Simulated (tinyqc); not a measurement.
Inside a calculation. Method: Hueckel theory of the pi electrons, for the molecule Bc1[cH+]c1N (SMILES; centres numbered as the heavy atoms are written). One step of it, computed by the program tinyqc.

Task: Orbitals. Diagonalise; E = alpha + x beta with beta < 0, so the largest x are filled first; degenerate levels share their electrons. P = sum n_i c_ri c_si; each orbital has its largest coefficient positive (the first on a tie).

Hueckel matrix in units of beta (H = alpha + beta A):
```
           1B        2C        3C        4C        5N
1B  -1.080000  0.610000  0.000000  0.000000  0.000000
2C   0.610000  0.000000  1.000000  1.000000  0.000000
3C   0.000000  1.000000  0.000000  1.000000  0.000000
4C   0.000000  1.000000  1.000000  0.000000  0.720000
5N   0.000000  0.000000  0.000000  0.720000  1.620000
```

pi electrons, sum of z_r less the charge = 4

Give: x values; occupations; coefficients; charge and bond-order matrix P.

Result:

x values: 2.321  1.474  -0.586  -1.100  -1.569

occupations: 2.000  2.000  0.000  0.000  0.000

coefficients:
```
      MO1     MO2     MO3     MO4     MO5
1B  0.079  -0.100   0.660  -0.108   0.732
2C  0.441  -0.418   0.535   0.003  -0.587
3C  0.426  -0.394  -0.437  -0.658   0.198
4C  0.548  -0.162  -0.279   0.720   0.277
5N  0.563   0.796   0.091  -0.191  -0.062
```

charge and bond-order matrix P:
```
        1B      2C      3C     4C      5N
1B   0.032   0.153   0.146  0.119  -0.070
2C   0.153   0.738   0.705  0.619  -0.170
3C   0.146   0.705   0.673  0.595  -0.147
4C   0.119   0.619   0.595  0.654   0.360
5N  -0.070  -0.170  -0.147  0.360   1.903
```
